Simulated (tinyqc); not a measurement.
# Worked calculation: metal gate on a two-layer dielectric stack with fixed charge and a dipole

Computed by the program tinyqc: `OMP_NUM_THREADS=1 python tinyqc.py 2010004 2010005 out.jsonl`, one thread of a shared Intel Xeon 2.30GHz, about 0.01 s for the whole run. Printed values are rounded.

Gate, layer 2, layer 1, p-type semiconductor; x runs from the gate inwards. Charges are counted in units of +q. psi is the band bending at the surface, positive towards inversion. Classical charge, Boltzmann statistics, no interface traps.

Inputs (values chosen for the exercise); band and dielectric values close to those of In0.53Ga0.47As, layer 1 close to silicon dioxide, layer 2 close to hafnium oxide: temperature T = 300 K; band gap Eg = 0.746 eV; relative permittivity eps_r = 13.8; conduction-band density of states at T Nc = 2.08e17 cm^-3; valence-band density of states at T Nv = 7.79e18 cm^-3; electron affinity chi = 4.47 eV; acceptor density Na = 1.9e16 cm^-3; work function of the gate metal pM = 4.5 eV; thickness of layer 1, next to the semiconductor t1 = 1 nm; relative permittivity of layer 1 e1 = 3.99; thickness of layer 2, next to the gate t2 = 2 nm; relative permittivity of layer 2 e2 = 21.2; fixed charge at the semiconductor interface Q1 = 1.1e11 cm^-2; fixed charge between the layers Q2 = -3.6e12 cm^-2; uniform charge density in layer 1 r1 = 0 cm^-3; uniform charge density in layer 2 r2 = -8.5e18 cm^-3; flat-band shift by a dipole layer between the layers Vd = 0 V; band bending psi of the working point ps = -0.1 V.

Constants: q = 1.602176634e-19 C, kB = 1.380649e-23 J/K, Vt = kB T/q, eps0 = 8.8541878128e-14 F/cm where lengths are in cm. Results are converted to the units shown.

## Equivalent thickness and work-function difference

EOT = 3.9 (t1/e1 + t2/e2), Cox = eps0/(t1/e1 + t2/e2); phi_ms = pM - (chi + Eg - Vt ln(Nv/Na)).

EOT = 1.345368 nm
Cox = 2.566683 uF/cm^2
share of layer 1 in the EOT = 72.65250 %
phi_ms = -0.5604703 V

## Flat-band voltage, term by term

EOT = 3.9 (t1/e1 + t2/e2), Cox = eps0/(t1/e1 + t2/e2); phi_ms = pM - (chi + Eg - Vt ln(Nv/Na)). Vfb = phi_ms + Vd - (q/eps0) [Q1 (t1/e1 + t2/e2) + Q2 t2/e2 + r1 (t1^2/(2 e1) + t1 t2/e2) + r2 t2^2/(2 e2)]: each charge counts with its electrical distance from the gate.

terms (V): phi_ms -0.5604703, dipole 0.0000000, Q1 -0.0068664, Q2 0.0614552, r1 0.0000000, r2 0.0145102
Vfb = -0.4913713 V

Apart from phi_ms the largest term is that of Q2, 61.5 mV; all charges and the dipole together move Vfb by 69.1 mV.

## Threshold voltage

ni = sqrt(Nc Nv) exp(-Eg/(2 Vt)), Eg in volts, pB = Vt ln(Na/ni), Vth = Vfb + 2 pB + sqrt(4 q eps0 eps_r Na pB)/Cox.

ni = 6.897253e11 cm^-3
pB = 0.2643020 V
depletion charge = 0.06270845 uC/cm^2
Vth = 0.06166428 V

## Charge in the semiconductor

ni = sqrt(Nc Nv) exp(-Eg/(2 Vt)), Eg in volts. Qs = -sign(psi) sqrt(2 q eps0 eps_r Na Vt [exp(-u) + u - 1 + (ni/Na)^2 (exp(u) - u - 1)]), u = psi/Vt.

Qs = 0.09092325 uC/cm^2

The surface is accumulated.

## Fields and voltage drops

Gauss: D = -Qs just inside the semiconductor; going towards the gate subtract q Q1, then q r1 t1, q Q2 and q r2 t2. Field = D/(eps0 e); the drop over a layer is its mean field times its thickness; Vg = phi_ms + Vd + psi + both drops.

```
place                        D (uC/cm^2)  field (MV/cm)
layer 2, gate side             0.7406064      0.3945508
layer 2, inner side            0.4682364      0.2494483
layer 1, outer side           -0.1085472     -0.3072536
layer 1, semiconductor side   -0.1085472     -0.3072536
semiconductor surface         -0.0909233     -0.0744127
```

drop over layer 2 = 0.06439991 V
drop over layer 1 = -0.03072536 V
Vg = -0.6267958 V

The same Vg follows from Vfb + psi - Qs/Cox. The largest field, 0.395 MV/cm in size, is at: layer 2, gate side.
